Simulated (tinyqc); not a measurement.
# Undoped symmetric double-gate MOSFET, analytic potential model: effects of single changes

An undoped body of thickness ts between two equal insulators and tied gates; long channel, electrons only, n = ni exp((psi - V)/Vt) with V the quasi-Fermi potential (0 at the source, Vd at the drain), constant mobility, no quantisation. Across the body psi(x) = V - 2 Vt ln[(ts/(2 beta)) sqrt(q ni/(2 eps0 eps_r Vt)) cos(2 beta x/ts)], x from the centre. Q is the electron charge per area of the whole body.

Parameters, values chosen for the exercise; material values close to those of silicon: temperature T = 273 K; band gap Eg = 1.11 eV; relative permittivity of the semiconductor eps_r = 11.7; conduction-band density of states at T Nc = 2.47e19 cm^-3; valence-band density of states at T Nv = 2.31e19 cm^-3; relative permittivity of the gate insulator eox = 4.04; insulator thickness tox = 3.3 nm; body thickness ts = 12 nm; gate work function less that of the intrinsic body dphi = -0.03 V; channel mobility mu = 180 cm^2/(V s); gate length L = 0.2 um; drain voltage Vd = 0.8 V.

Constants: q = 1.602176634e-19 C, kB = 1.380649e-23 J/K, Vt = kB T/q, eps0 = 8.8541878128e-14 F/cm where lengths are in cm. Results are converted to the units shown.

Each table varies one quantity; the others keep the values above.

## Transfer curve and volume inversion

ni = sqrt(Nc Nv) exp(-Eg/(2 Vt)), Eg in volts; r = eps_r tox/(eox ts); V0 = dphi + 2 Vt ln[(2/ts) sqrt(2 eps0 eps_r Vt/(q ni))]. beta (between 0 and pi/2) solves (Vg - V0 - V)/(2 Vt) = ln(beta) - ln(cos beta) + 2 r beta tan(beta). Q = 8 eps0 eps_r Vt beta tan(beta)/ts; I = mu (1/L)(4 eps0 eps_r/ts)(2 Vt)^2 [g(beta_s) - g(beta_d)] per width, g = beta tan(beta) - beta^2/2 + r beta^2 tan^2(beta), with beta_s at V = 0 and beta_d at V = Vd. The drop is psi(surface) - psi(centre) at the source end; C = dQs/dVg, Cg = 2 eps0 eox/tox; gm = dI/dVg.

Transfer curve and volume inversion:

| Vg (V) | Qs (nC/cm^2) | drop (mV) | C/Cg | I (uA/um) | gm/I (1/V) |
|---|---|---|---|---|---|
| 0.15 | 5.486e-4 | 7.944e-5 | 1.076e-5 | 1.162e-5 | 42.51 |
| 0.24 | 0.02515 | 0.003641 | 4.928e-4 | 5.326e-4 | 42.49 |
| 0.32 | 0.7413 | 0.1072 | 0.01428 | 0.01583 | 42.14 |
| 0.41 | 21.05 | 2.983 | 0.2761 | 0.5563 | 34.06 |
| 0.5 | 113.6 | 14.71 | 0.6215 | 5.556 | 18.41 |
| 0.59 | 249.6 | 28.66 | 0.7543 | 20.10 | 11.18 |
| 0.67 | 386.1 | 39.85 | 0.8143 | 42.92 | 8.096 |
| 0.76 | 549.4 | 50.72 | 0.8557 | 80.76 | 6.122 |
| 0.85 | 719.1 | 60.00 | 0.8829 | 132.1 | 4.900 |

What does the table show?

The current rises from 1.16e-5 to 132 uA/um. In the first row gm/I is 42.5 1/V, within 0.01 % of 1/Vt: with no depletion charge the whole body follows the gate, and the swing is ideal. The drop between surface and centre goes from 7.9e-5 to 60.0 mV and passes Vt at Vg = 0.59 V among the rows; below that the density varies across the body by less than a factor of e (volume inversion). C reaches 0.88 of Cg in the last row. For Vg = 0.76 to 0.85 V the surface density at the source passes 0.3 Nc, where Boltzmann statistics fail. At Vg = 0.85 V mu V/L, with V the smaller of Vd and Vg - V0, passes 3e6 cm/s, so velocity saturation would lower the current.

## Effect of the insulator thickness

Q = 8 eps0 eps_r Vt beta tan(beta)/ts; I = mu (1/L)(4 eps0 eps_r/ts)(2 Vt)^2 [g(beta_s) - g(beta_d)] per width, g = beta tan(beta) - beta^2/2 + r beta^2 tan^2(beta), with beta_s at V = 0 and beta_d at V = Vd.  I(low) is taken at Vg = 0.2 V, Qs and I(high) at Vg = 0.95 V.

The same in every row: V0 (V) = 0.4464.

Effect of the insulator thickness:

| tox (nm) | I(low) (nA/um) | Qs(high) (nC/cm^2) | I(high) (uA/um) |
|---|---|---|---|
| 1.1 | 0.09729 | 2444 | 509.4 |
| 1.6 | 0.09729 | 1750 | 375.2 |
| 2.3 | 0.09729 | 1264 | 278.0 |
| 3.3 | 0.09729 | 912.9 | 205.5 |
| 4.8 | 0.09729 | 650.0 | 149.6 |
| 6.9 | 0.09728 | 466.9 | 109.6 |
| 9.9 | 0.09728 | 335.2 | 80.08 |

Read the table: what changes, and by how much?

As tox goes from 1.1 to 9.9 nm, I(low) stays near 0.0973 nA/um and I(high) falls from 509 to 80.1 uA/um. On average I(low) is independent of tox and I(high) goes as tox^(-0.84). Below threshold no voltage drops over the insulator in this long-channel model, so its thickness does not matter there. For tox = 1.1 to 6.9 nm the surface density at the source at the higher gate voltage passes 0.3 Nc, where Boltzmann statistics fail. In every row mu V/L at the higher gate voltage, with V the smaller of Vd and Vg - V0, passes 3e6 cm/s, so velocity saturation would lower the current.

Computed by the program tinyqc: `OMP_NUM_THREADS=1 python tinyqc.py 2440078 2440079 out.jsonl`, one thread of a shared Intel Xeon 2.30GHz, about 0.01 s for the whole run.
